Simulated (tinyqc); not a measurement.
# Saturation velocity and mobility from two gate lengths

Problem. Isat = Cox vsat Vg (x - 1)/(x + 1) per width, x = sqrt(1 + 2 mu Vg/(m vsat L)), with no series resistance and the same overdrive Vg and mu at both lengths. Find vsat and mu.

Values chosen for this exercise:
```
symbol  value     unit           meaning
Cox       2.3  uF/cm^2  gate capacitance
m        1.39                body factor
```

Vg = 0.74 V
Isat at L = 0.25 and 2 um (uA/um): [417.00415, 79.140184]

Solution. The ratio of the currents depends on c = 2 mu Vg/(m vsat) alone and falls steadily from L2/L1 to 1 as c grows, so it fixes c; either current then gives vsat.

vsat = 1.100e7 cm/s
mu = 380.9 cm^2/(V s)

Numbers from tinyqc (`OMP_NUM_THREADS=1 python tinyqc.py 2500143 2500144 out.jsonl`; about 0.01 s on one thread of a shared Intel Xeon 2.30GHz).
